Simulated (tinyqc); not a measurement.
Inside a calculation. Model: implant damage, amorphisation by cascade overlap, and solid-phase epitaxial regrowth. Computed by tinyqc, a small Python program that keeps every step. Command: `OMP_NUM_THREADS=1 python tinyqc.py 3113320 3113321 out.jsonl sper walk`. One thread of a shared host (Intel(R) Xeon(R) Processor @ 2.30GHz), about 0.01 s of CPU time with the checks. Intermediate numbers are printed to about 6 digits and carried at full precision; extremes and crossings named in words are read from the listed rows.

Range and width of the damage are inputs. Dynamic annealing enters only through the surviving share f.

Inputs (values chosen for the exercise, modelled on fluorine ions in germanium): atomic density N = 44.2 1/nm^3; ion Z1 = 9; ion mass M1 = 19 u; target Z2 = 32; target mass M2 = 72.63 u; ion energy E = 17 keV; displacement energy E_d = 17 eV; depth of the damage peak R_d = 19 nm; width of the damage profile s_d = 11 nm; share of defects that survive f = 0.97; critical displaced share x_c = 0.1; dose Q = 3.5e+14 1/cm^2; overlaps needed n = 1; area amorphised by one track A_i = 4.6 nm^2; regrowth prefactor v0 = 1.9e+16 nm/s; regrowth energy E_a = 2.15 eV; anneal temperature = 343 C; rate relative to (100) = 1; peak enhancement by the dopant = 11; ramp rate = 97 K/s.

Constants: a_0 = 0.529177210903 angstrom; e^2/(4 pi eps_0) = 14.39964548 eV angstrom; k_B = 8.617333262e-05 eV/K.

## Damage energy and displacements per ion

Robinson partition: eps = E a M2/(Z1 Z2 (e^2/(4 pi eps_0)) (M1 + M2)), a = 0.8853 a_0/sqrt(Z1^(2/3) + Z2^(2/3)); k = 0.0793 Z1^(2/3) Z2^(1/2) (M1 + M2)^(3/2)/((Z1^(2/3) + Z2^(2/3))^(3/4) M1^(3/2) M2^(1/2)); damage energy T_d = E/(1 + k (eps + 0.40244 eps^(3/4) + 3.4008 eps^(1/6))); displacements nu = 0.8 T_d/(2 E_d).

reduced energy eps = 0.401052

k = 0.326188

damage energy T_d = 7.90850 keV

T_d/E = 0.465206

displacements per ion nu = 186.082

53 % of the energy goes to electrons.

## The amorphous layer

Displaced share x(z) = f nu Q exp(-(z - R_d)^2/(2 s_d^2))/(sqrt(2 pi) s_d N); the layer is amorphous where x > x_c, between R_d -/+ s_d sqrt(2 ln(x_max/x_c)), the upper edge being cut at the surface. Threshold dose Q_c = Q x_c/x_max.

peak displaced share x_max = 0.518370

threshold dose Q_c = 6.75193e+13 1/cm^2

upper edge = 0 nm

lower edge = 38.9553 nm

The layer reaches the surface.

## Damage left below the interface

Displaced atoms per area beyond the lower edge z2: f nu Q (1/2) erfc((z2 - R_d)/(sqrt2 s_d)); they are not removed by regrowth.

share of the damage beyond z2 = 0.0348295

displaced atoms beyond z2 = 2.20035e+15 1/cm^2

## Layer against dose

The formulas are those given above.

Dose series; the last column is f nu Q erfc((z2 - R_d)/(sqrt2 s_d))/2:
```
Q (1/cm^2)    x_max  upper edge (nm)  lower edge (nm)  displaced atoms beyond z2 (1/cm^2)
7.43e+13    0.11004          14.1876          23.8124                         4.43747e+15
1.01e+14    0.14959           9.1281          28.8719                         3.36790e+15
1.69e+14    0.25030           4.0993          33.9007                         2.67740e+15
2.70e+14    0.39989           0.6857          37.3143                         2.33746e+15
4.73e+14    0.70054           0.0000          40.7048                         2.06941e+15
8.10e+14    1.19966           0.0000          43.5210                         1.88619e+15
1.69e+15    2.50299           0.0000          46.9152                         1.70169e+15
3.38e+15    5.00598           0.0000          49.7733                         1.57060e+15
```

A dose 45 times larger moves the lower edge from 23.8 to 49.8 nm, as the root of a logarithm, and the damage beyond it falls by a factor 2.8, since the edge lies on an ever steeper tail. The layer reaches the surface at Q_c exp(R_d^2/(2 s_d^2)) = 3.00e14 per cm^2.

## Overlap model

Gibbons model: a point turns amorphous after n + 1 hits; with y = A_i Q the amorphous share is 1 - exp(-y) sum_(k=0..n) y^k/k!. Doses are set by y.

Amorphous share:
```
y     Q (1/cm^2)  direct impact (n = 0)   given n
0.1  2.17391e+12               0.095163  0.004679
0.3  6.52174e+12               0.259182  0.036936
0.6  1.30435e+13               0.451188  0.121901
1.0  2.17391e+13               0.632121  0.264241
2.0  4.34783e+13               0.864665  0.593994
3.0  6.52174e+13               0.950213  0.800852
5.0  1.08696e+14               0.993262  0.959572
8.0  1.73913e+14               0.999665  0.996981
```

At small y the share grows as y^2; between the first rows the exponent is 1.88.

## Isothermal regrowth

v = v0 x orientation factor x exp(-E_a/(k_B T)) x [1 + (enhancement - 1) exp(-(z - R_d)^2/(2 s_d^2))], T = anneal temperature + 273.15 K; the dopant is taken to follow the damage profile; the lower front moves from the lower edge z2 to the surface, or to the middle (z1 + z2)/2 of a buried layer with upper edge z1; time = int dz/v; the equivalent undoped distance is that time times the undoped velocity.

undoped velocity = 0.0493061 nm/s

distance to regrow = 38.9553 nm

time without enhancement = 790.071 s

equivalent undoped distance = 6.00716 nm

time with enhancement = 121.834 s

The rate doubles for each 11 K or so near this temperature.

## Regrowth during a ramp

On a linear ramp from 200 C regrowth ends at the T_f where int v_undoped dT/(ramp rate) equals the equivalent undoped distance.

temperature at which regrowth ends = 457.985 C

Checks made by the program: tail against quadrature of x(z) N (relative difference below 1e-10).
